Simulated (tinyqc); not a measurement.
# Hot electrons in a saturated n-channel MOSFET, lucky-electron model: several studies

Beyond pinch-off the lateral field grows as Esat cosh(y/l) over the velocity-saturated region (pseudo-two-dimensional model). Impact ionisation in this region gives the substrate current, which biases the body forward through Rsub. Currents are per width. Local-field laws: they overstate ionisation when the field peak is narrower than an energy relaxation length.

Inputs (values chosen for the exercise); values close to those of silicon n-channel devices:

| symbol | value | unit | meaning |
|---|---|---|---|
| L | 1.2 | um | channel length |
| tox | 24 | nm | oxide thickness |
| xj | 340 | nm | junction depth |
| VT | 0.41 | V | threshold |
| mu | 390 | cm^2/(V s) | effective mobility |
| vs | 7.6e6 | cm/s | saturation velocity |
| Ai | 2e6 | 1/cm | ionisation prefactor |
| Bi | 1.83 | MV/cm | ionisation field |
| Rd | 200 | ohm um | resistance of the lightly doped drain |
| Rsub | 19000 | ohm um | substrate resistance |
| kb | 0.28 |  | fall of VT per volt of forward body bias |
| m | 3 |  | lifetime exponent |
| Hl | 730 | s uA/um | lifetime constant |
| Vd | 5.1 | V | drain voltage |
| Vg | 2.9 | V | gate voltage |

Constants: eps0 = 8.8541878128e-14 F/cm where lengths are in cm. Results are converted to the units shown.

Each table varies one quantity; the others keep the values above.

## Effect of the drain voltage

Cox = 3.9 eps0/tox, l = sqrt(3 tox xj), Esat = 2 vs/mu. Overdrive g = Vg - VT + kb Vb; Vdsat = g Esat L/(g + Esat L); Id = Cox vs (g - Vdsat); dV = Vd - Id Rd - Vdsat; Em = sqrt((dV/l)^2 + Esat^2); Isub = Id (Ai/Bi) l Em exp(-Bi/Em). Vb = Rsub Isub is solved self-consistently. Lifetime tau = (Hl/Id)(Isub/Id)^(-m); 1 year = 3.15576e7 s.

Result of one run:
```
Vd (V),Id (uA/um),Em (MV/cm),Isub (uA/um),Isub/Id,tau (years)
4.27,94.60,0.1723,0.006806,7.195e-5,6.566e5
```

What becomes of these results when the drain voltage Vd is changed from 4.27 to 5.7 V, all else the same?

Result of the changed run:
```
Vd (V),Id (uA/um),Em (MV/cm),Isub (uA/um),Isub/Id,tau (years)
5.7,94.73,0.2621,0.3942,0.004161,3.390
```

The whole series:
```
Vd (V),Id (uA/um),Em (MV/cm),Isub (uA/um),Isub/Id,tau (years)
3.2,94.60,0.1068,6.276e-6,6.635e-8,8.373e14
3.56,94.60,0.1285,1.362e-4,1.439e-6,8.202e10
3.91,94.60,0.1500,0.001220,1.289e-5,1.141e8
4.27,94.60,0.1723,0.006806,7.195e-5,6.566e5
4.63,94.61,0.1948,0.02621,2.770e-4,1.150e4
4.99,94.62,0.2174,0.07764,8.205e-4,442.6
5.34,94.66,0.2394,0.1856,0.001960,32.43
5.7,94.73,0.2621,0.3942,0.004161,3.390
```

As Vd goes from 3.2 to 5.7 V, Em rises from 0.107 to 0.262 MV/cm, Isub rises from 6.28e-6 to 0.394 uA/um and tau falls from 8.37e14 to 3.39 years. The slope of ln(tau) against 1/Vd is 292 V between the first two rows and 191 V between the last two; ten years are last met at Vd = 5.34 V among the rows. For Vd = 3.2 to 4.63 V tau is a far extrapolation that only says that hot carriers are no limit.

## Effect of the resistance of the lightly doped drain

Same model as above.

Results:
```
Rd (ohm um),Id (uA/um),Em (MV/cm),Isub (uA/um),Isub/Id,tau (years)
0,94.63,0.2255,0.1090,0.001152,159.9
300,94.63,0.2237,0.1014,0.001071,198.9
500,94.63,0.2225,0.09650,0.001020,230.5
800,94.63,0.2207,0.08957,9.465e-4,288.3
1200,94.62,0.2183,0.08095,8.554e-4,390.5
1600,94.62,0.2160,0.07300,7.715e-4,532.3
```

Estimate the missing row, Rd = 150 ohm um.

Computed row:
```
Rd (ohm um),Id (uA/um),Em (MV/cm),Isub (uA/um),Isub/Id,tau (years)
150,94.63,0.2246,0.1051,0.001111,178.3
```

With this row back in the table: As Rd goes from 0 to 1600 ohm um, Em falls from 0.225 to 0.216 MV/cm, Isub falls from 0.109 to 0.0730 uA/um and tau rises from 160 to 532 years. From the first row to the last, log10(tau) changes by 0.52: 0.52 from (Isub/Id)^(-m), which holds Em and l, and under 0.005 from 1/Id. The price is 0.151 V dropped over Rd in the last row.

## Effect of the oxide thickness

Same model as above.

Effect of the oxide thickness:
```
tox (nm),Id (uA/um),Em (MV/cm),Isub (uA/um),Isub/Id,tau (years)
13,175.58,0.30097,1.5212,0.0086638,0.20259
17,133.79,0.26467,0.50626,0.0037840,3.1910
20,113.62,0.24480,0.24607,0.0021658,20.042
25,90.841,0.21995,0.084936,9.3500e-4,311.53
31,73.244,0.19846,0.027957,3.8169e-4,5679.5
39,58.216,0.17797,0.0077288,1.3276e-4,1.6981e5
48,47.299,0.16140,0.0021987,4.6484e-5,4.8692e6
```

As tox goes from 13 to 48 nm, Em falls from 0.301 to 0.161 MV/cm, Isub falls from 1.52 to 0.00220 uA/um and tau rises from 0.203 to 4.87e6 years. From the first row to the last, log10(tau) changes by 7.4: 6.8 from (Isub/Id)^(-m), which holds Em and l, and 0.57 from 1/Id. For tox = 31 to 48 nm tau is a far extrapolation that only says that hot carriers are no limit.

Numbers from tinyqc (`OMP_NUM_THREADS=1 python tinyqc.py 2550089 2550090 out.jsonl`; about 0.01 s on one thread of a shared Intel Xeon 2.30GHz).
